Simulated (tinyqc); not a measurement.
Millisecond and nanosecond annealing: surface heating, thermal budget and solid-phase regrowth: one step, computed by the program tinyqc.

A square pulse heats the surface of a thick wafer with constant thermal properties; losses by radiation are neglected and silicon melts at 1414 C.

Question. Temperature in depth and time. Absorbed flux q = (1 - R) fluence/t_p; kappa = k/c. With f(z, t) = (2 q/k) sqrt(kappa t) ierfc(z/(2 sqrt(kappa t))), ierfc(x) = exp(-x^2)/sqrt(pi) - x erfc(x): T = T0 + f(z, t) during the pulse and T0 + f(z, t) - f(z, t - t_p) after it.

Inputs (values chosen for the exercise, modelled on hot silicon with phosphorus):
```
quantity,value,unit
incident fluence,0.206,J/cm^2
pulse length t_p,2.2e-08,s
reflectance R,0.54,-
thermal conductivity k,0.25,W/(cm K)
heat capacity per volume c,2.35,J/(cm^3 K)
preheat temperature T0,200,C
```

Source: pulsed laser.

thermal length sqrt(kappa t_p) = 0.4837794 um

Give: Temperature (C).

Answer.

Temperature (C):
```
t/t_p,surface,z = 0.5 thermal lengths,z = 1,z = 2
0.10,497.4,249.36,203.29,200.00
0.25,670.3,366.40,241.89,200.82
0.50,865.0,529.73,338.89,214.15
0.75,1014.5,664.70,438.37,243.88
1.00,1140.5,781.94,532.81,283.78
1.10,889.0,775.83,565.69,301.47
1.50,686.8,653.07,566.31,363.47
2.00,589.6,572.75,526.65,394.00
4.00,452.0,447.50,434.47,388.87
10.00,352.6,351.62,348.65,337.36
```

One tenth of a pulse length after the end the surface has lost 252 C: cooling starts as sqrt(t - t_p), much faster than heating ends. Caution: cold silicon conducts heat several times better than the constant k used here, so the real melting fluence is higher.
